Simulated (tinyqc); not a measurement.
Thermal, flicker and telegraph noise of a field-effect transistor: one step, computed by the program tinyqc. Command: `OMP_NUM_THREADS=1 python tinyqc.py 3016089 3016090 out.jsonl noise walk`. One thread of a shared host (Intel(R) Xeon(R) Processor @ 2.30GHz), about 0.01 s of CPU time with the checks.

Strong inversion, threshold roll-off and channel-length modulation left out; noise sources are uncorrelated and are given as one-sided spectral densities. The drain voltage is 50 mV.

Problem. Operating point. C_ox = 3.9 eps_0/t; I = mu C_ox (W/L) V_ov V_D; g_m = I/V_ov; g_d0 = I/V_D.

Inputs (values chosen for the exercise, modelled on a high-k silicon transistor):
```
quantity                      value        unit
width W                         1.2  micrometre
length L                       1200          nm
electrical oxide thickness t      2          nm
mobility mu                     470  cm^2/(V s)
overdrive V_ov                 0.77           V
```

Operating region: linear. Flicker model: Hooge.

Constants: eps_0 = 8.8541878128e-12 F/m.

Give: C_ox; drain current I; g_m; g_d0.

Solution.

C_ox = 1.727 microfarad/cm^2

drain current I = 31.24 microampere

g_m = 40.57 microsiemens

g_d0 = 624.8 microsiemens
